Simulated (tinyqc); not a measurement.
Gain of the pnp from the holding current.

Inverse problem. On state with both base-emitter voltages at Von: npn base current Ib = (Von/Rs + bp Von/Rw)/(bn bp - 1), holding current Ih = (bn + 1) Ib + Von/Rs. Find bp.

Inputs (values chosen for the exercise): current gain of the npn bn = 16.2; substrate resistance shunting the npn Rs = 94 ohm; well resistance shunting the pnp Rw = 810 ohm; base-emitter voltage in the on state Von = 0.72 V.

Ih = 10.166949 mA

Answer. Ih gives Ib, and Ib (bn bp - 1) = Von/Rs + bp Von/Rw is linear in bp.

bp = 5.300

Program tinyqc, `OMP_NUM_THREADS=1 python tinyqc.py 2670053 2670054 out.jsonl`; Intel Xeon 2.30GHz, shared host, one thread, about 0.05 s.
